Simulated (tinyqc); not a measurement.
Two-valley model of the transferred-electron effect: one step, computed by the program tinyqc.

Both kinds of valley share one electron temperature T_e, and each has a constant mobility.

Task: Equilibrium. Density-of-states ratio R = Z (m2/m1)^(3/2); n2/n1 = R exp(-dE/(k_B T_e)); mean mobility mu = (mu1 + mu2 n2/n1)/(1 + n2/n1); energy balance e mu F^2 = (3/2) k_B (T_e - T)/tau_E; v = mu F.

Inputs (values chosen for the exercise, for a model semiconductor):

| quantity | value | unit |
|---|---|---|
| central-valley mass m1 | 0.033 | m_0 |
| satellite-valley mass m2 | 0.56 | m_0 |
| satellite valleys Z | 6 | - |
| valley separation dE | 0.13 | eV |
| central-valley mobility mu1 | 2700 | cm^2/(V s) |
| satellite-valley mobility mu2 | 110 | cm^2/(V s) |
| lattice temperature T | 77 | K |

Solver: damped fixed point.

Constants: k_B = 8.617333262e-05 eV/K.

Give: R; n2/n1 without field; low-field mobility.

Result:

R = 419.43

n2/n1 without field = 1.3000e-06

low-field mobility = 2700.0 cm^2/(V s)

dE is 19.6 k_B T, so the satellites are empty without field.
